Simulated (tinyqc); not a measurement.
Worked calculation: plane-wave Kohn-Sham cycle with exchange-only LDA in a layered model solid. Computed by tinyqc, a small Python program that keeps every step. Settings: points = 16, plane-wave index or count = 2, electrons = 2, k points = 3, area = 19.0, mixing = 0.8, iteration cap = 57, Kerker q0 = 0.54. Command: `OMP_NUM_THREADS=1 python tinyqc.py 23433 23434 out.jsonl` (the two numbers bound the seeds that draw the settings). One thread of a shared host (Intel(R) Xeon(R) Processor @ 2.60GHz), about 0.04 s of CPU time with the checks.

A solid whose potential varies along x alone (atomic units):
```
parameter                      value
period a                   16.700000
cross-section of the cell  19.000000
electrons per cell                 2
grid points                       16
plane waves -n..n, n               2
k points                           3
V1 in V1 cos(2 pi x/a)     -0.650000
V2 in V2 cos(4 pi x/a)      0.160000
```

Stop when sqrt(dV sum R^2) is below 1e-8, dV = a A/N.

Course of the cycle:
```
iteration  E (hartree)  norm of the residual
1          -1.10469255              1.48e-01
2          -0.79781998              8.06e-02
3          -0.69882196              5.24e-02
4          -0.67127798              3.44e-02
5          -0.66250232              2.01e-02
6          -0.65988018              1.18e-02
7          -0.65920565              6.84e-03
8          -0.65907824              3.98e-03
9          -0.65907896              2.32e-03
10         -0.65909740              1.36e-03
11         -0.65911116              7.96e-04
...                ...                   ...
47         -0.80624622              1.52e-01
48         -0.80624622              1.52e-01
49         -0.80624622              1.52e-01
50         -0.80624622              1.52e-01
51         -0.80624622              1.52e-01
52         -0.80624622              1.52e-01
53         -0.80624622              1.52e-01
54         -0.80624622              1.52e-01
55         -0.80624622              1.52e-01
56         -0.80624622              1.52e-01
57         -0.80624622              1.52e-01
```

Can the last value be used, and what does the course show?

Not by the stop rule, although the second column moves by less than 1e-07 over the last three steps. Not converged within 57 iterations: the residual has stopped falling. Reruns (cap 100 unless said): mixing 0.1: not converged; mixing 0.5, Kerker q0 1.0: not converged; mixing 0.3, Pulay depth 5: converged in 13 (E = -0.65913); the original settings with a cap of 400: not converged.
